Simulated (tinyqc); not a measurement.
Inside a calculation. Method: MP2 on RHF in the sto-3g basis, for Li+, spin multiplicity 1. One step of it, computed by the program tinyqc.

Question. Second-order Moller-Plesset energy. E2 = sum_ijab (ia|jb) [2 (ia|jb) - (ib|ja)] / (e_i + e_j - e_a - e_b) over occupied i, j and virtual a, b; the opposite-spin part is (ia|jb)^2 / denominator, the rest is same-spin, and SCS-MP2 scales them by 6/5 and 1/3.

orbital energies (hartree): MO1 -2.736765, MO2 -0.180035, MO3 -0.094515, MO4 -0.094515, MO5 -0.094515

Two-electron integrals over orbitals (pq|rs), unique and non-zero (hartree):
```
p,q,r,s,(pq|rs)
1,1,1,1,1.661917
2,1,1,1,-0.179091
2,1,2,1,0.029694
2,2,1,1,0.398950
2,2,2,1,-0.009460
2,2,2,2,0.282245
3,1,3,1,0.009708
3,2,3,1,0.013460
3,2,3,2,0.060914
3,3,1,1,0.396386
3,3,2,1,-0.006021
3,3,2,2,0.285613
3,3,3,3,0.312946
4,1,4,1,0.009708
4,2,4,1,0.013460
4,2,4,2,0.060914
4,3,4,3,0.016869
4,4,1,1,0.396386
4,4,2,1,-0.006021
4,4,2,2,0.285613
4,4,3,3,0.279207
4,4,4,4,0.312946
5,1,5,1,0.009708
5,2,5,1,0.013460
5,2,5,2,0.060914
5,3,5,3,0.016869
5,4,5,4,0.016869
5,5,1,1,0.396386
5,5,2,1,-0.006021
5,5,2,2,0.285613
5,5,3,3,0.279207
5,5,4,4,0.279207
5,5,5,5,0.312946
```

Hartree-Fock energy = -7.13544763 hartree

Give: Terms; Pair energies; MP2 correlation energy; SCS-MP2 correlation energy; MP2 total energy.

Answer.

Terms:
```
i,j,a,b,(ia|jb),(ib|ja),denominator,term
1,1,2,2,0.0297,0.0297,-5.1135,-1.72e-04
1,1,3,3,0.0097,0.0097,-5.2845,-1.78e-05
1,1,4,4,0.0097,0.0097,-5.2845,-1.78e-05
1,1,5,5,0.0097,0.0097,-5.2845,-1.78e-05
```

Pair energies (hartree; pair i-j sums ij and ji):
```
pair,opposite spin,same spin
1-1,-2.26e-04,0.0000
```

MP2 correlation energy = -0.000226 hartree

SCS-MP2 correlation energy = -0.000271 hartree

MP2 total energy = -7.135674 hartree
